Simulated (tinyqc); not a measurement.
# Junctionless gate-all-around wire, depletion approximation: two studies

A uniformly doped n-type wire of radius R under a surrounding gate; long channel. Below flat band a shell from radius rc to R is fully depleted and the neutral core, at channel potential V (0 at the source, Vd at the drain), carries the current with constant mobility; s = (rc/R)^2 is the share of the cross-section that conducts. The edge of the depleted shell is taken as abrupt, so there is no subthreshold current.

Values chosen for this exercise; material values close to those of silicon:
```
symbol,value,unit,meaning
eps_r,11.8,,relative permittivity of the semiconductor
eox,9,,relative permittivity of the gate insulator
tox,6.1,nm,insulator thickness
R,8,nm,wire radius
Nd,5.6e18,cm^-3,donor density
Vfb,0.49,V,flat-band voltage
mu,67,cm^2/(V s),effective mobility in the wire
L,0.5,um,gate length
Vg,0.22,V,gate voltage
```

Constants: q = 1.602176634e-19 C, eps0 = 8.8541878128e-14 F/cm where lengths are in cm. Results are converted to the units shown.

Each table varies one quantity; the others keep the values above.

## Output curve

Cox = eps0 eox/(R ln(1 + tox/R)); A = q Nd R^2/(4 eps0 eps_r); B = q Nd R/(2 Cox); VT = Vfb - A - B. s solves Vfb - Vg + V = A (1 - s + s ln s) + B (1 - s), and s = 0 where the left side exceeds A + B. I = (q mu Nd pi R^2/L)[g(s0) - g(sL)], g = A (s^2/4 - (s^2/2) ln s) + B s^2/2, with s0 at V = 0 and sL at V = Vd.

Output curve:
```
Vd (V)	sL	I (uA)	I/Vd (uS)
0.012	0.08827	0.002891	0.2409
0.023	0.06843	0.004972	0.2162
0.034	0.04989	0.006542	0.1924
0.045	0.03278	0.007637	0.1697
0.057	0.01604	0.008340	0.1463
0.068	0.003172	0.008589	0.1263
0.079	0	0.008602	0.1089
0.09	0	0.008602	0.09557
```

What does the comparison show?

The current rises from 0.00289 to 0.00860 uA; the conducting share at the drain falls from 0.0883 to 0. The core closes at Vd = Vg - VT = 0.0716 V, and the current is constant beyond. In every row the core at the source is under two Debye lengths (at 300 K) in radius, so the abrupt edge fails.

## Effect of the wire radius on the threshold

Same model as above.

The flat-band conductance is G0 = q mu Nd pi R^2/L.

Result of one run:
```
R (nm)	Cox (uF/cm^2)	A (V)	B (V)	VT (V)	G0 (uS)
12	1.6157	0.30915	0.33319	-0.15234	5.4390
```

What becomes of these results when the wire radius R is changed from 12 to 8.8 nm, all else the same?

Result of the changed run:
```
R (nm)	Cox (uF/cm^2)	A (V)	B (V)	VT (V)	G0 (uS)
8.8	1.7196	0.16625	0.22958	0.094167	2.9249
```

The whole series:
```
R (nm)	Cox (uF/cm^2)	A (V)	B (V)	VT (V)	G0 (uS)
2.7	2.4980	0.015651	0.048488	0.42586	0.27535
3.6	2.2332	0.027824	0.072317	0.38986	0.48951
4.8	2.0242	0.049464	0.10638	0.33416	0.87023
6.5	1.8522	0.090706	0.15743	0.24186	1.5958
8.8	1.7196	0.16625	0.22958	0.094167	2.9249
12	1.6157	0.30915	0.33319	-0.15234	5.4390
16	1.5420	0.54960	0.46548	-0.52509	9.6693
```

As R goes from 2.7 to 16 nm, VT falls from 0.426 to -0.525 V and G0 rises from 0.275 to 9.67 uS. A + B goes on average as R^(1.55). The device is normally off (VT > 0) in 5 of the 7 rows. More conductance costs threshold voltage: the same dopants that conduct must be depleted. At R = 2.7 nm the radius is under two Debye lengths (at 300 K), so the depletion picture is rough. At R = 2.7 nm quantum confinement, left out here, matters.

Computed by the program tinyqc: `OMP_NUM_THREADS=1 python tinyqc.py 2460034 2460035 out.jsonl`, one thread of a shared Intel Xeon 2.30GHz, about 0.01 s for the whole run.
